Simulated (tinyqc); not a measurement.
Worked calculation: plane-wave Kohn-Sham cycle with exchange-only LDA in a layered model solid. One step of it, computed by the program tinyqc.

Question. Iteration 2: potential. V_H(G) = 4 pi rho(G)/G^2 for G != 0 (uniform background); v_x = -(3 rho/pi)^(1/3); V = V_ext + V_H + v_x; Fourier components f(G_m) = (1/N) sum_j f(x_j) exp(-i G_m x_j).

A solid whose potential varies along x alone (atomic units):
```
parameter                      value
period a                    5.700000
cross-section of the cell  29.000000
electrons per cell                 2
grid points                       16
plane waves -n..n, n               3
k points                           2
V1 in V1 cos(2 pi x/a)     -0.520000
V2 in V2 cos(4 pi x/a)     -0.220000
```

density after iteration 1 (e/bohr^3): [0.03171560, 0.02816973, 0.02013428, 0.01237391, 0.00735061, 0.00478250, 0.00359465, 0.00307072, 0.00291901, 0.00307072, 0.00359465, 0.00478250, 0.00735061, 0.01237391, 0.02013428, 0.02816973]

Give: Potentials on the grid; V(G_m), m = 0, 1, 2, ....

Answer.

Potentials on the grid (hartree):
```
x         V_ext      V_H      v_x        V
0.0000  -0.7400   0.1495  -0.3117  -0.9022
0.3563  -0.6360   0.1343  -0.2996  -0.8013
0.7125  -0.3677   0.0942  -0.2679  -0.5414
1.0688  -0.0434   0.0411  -0.2278  -0.2301
1.4250   0.2200  -0.0127  -0.1915   0.0158
1.7812   0.3546  -0.0593  -0.1659   0.1293
2.1375   0.3677  -0.0945  -0.1508   0.1224
2.4937   0.3249  -0.1161  -0.1431   0.0656
2.8500   0.3000  -0.1234  -0.1407   0.0358
3.2062   0.3249  -0.1161  -0.1431   0.0656
3.5625   0.3677  -0.0945  -0.1508   0.1224
3.9188   0.3546  -0.0593  -0.1659   0.1293
4.2750   0.2200  -0.0127  -0.1915   0.0158
4.6312  -0.0434   0.0411  -0.2278  -0.2301
4.9875  -0.3677   0.0942  -0.2679  -0.5414
5.3438  -0.6360   0.1343  -0.2996  -0.8013
```

V(G_m), m = 0, 1, 2, ... (hartree): [-0.2091, -0.2346, -0.1122, 0.0001, 0.0002, 0.0000, 0.0000]
